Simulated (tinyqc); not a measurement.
Grain-boundary diffusion: Harrison regimes, Fisher and Le Claire analysis, Hart average: one step, computed by the program tinyqc. Command: `OMP_NUM_THREADS=1 python tinyqc.py 3022851 3022852 out.jsonl gbdiff walk`. One thread of a shared host (Intel(R) Xeon(R) Processor @ 2.30GHz), about 0.01 s of CPU time with the checks.

A boundary is a slab of width delta with diffusivity D_b, normal to a surface held at constant concentration; it leaks into grains of diffusivity D.

Question. Regime. l = sqrt(D t); P = s delta D_b; alpha = s delta/(2 l); beta = P/(2 D l). Regime A if l > 3 d, C if alpha > 1, B if alpha < 0.1, l < d/4 and beta > 10, otherwise a transition.

Inputs (values chosen for the exercise, for a model polycrystal):

| quantity | value | unit |
|---|---|---|
| boundary width delta | 0.89 | nm |
| segregation factor s | 10 | - |
| grain size d | 0.65 | um |
| temperature T | 838 | K |
| time t | 130000 | s |

D = 3.851864e-16 m^2/s

triple product P = 2.177307e-19 m^3/s

Give: lattice diffusion length l; alpha; beta; regime.

Answer.

lattice diffusion length l = 7.076 um

alpha = 6.289e-04

beta = 39.94

Regime: A

The leakage zones of neighbouring boundaries overlap fully: one effective diffusivity describes the profile.
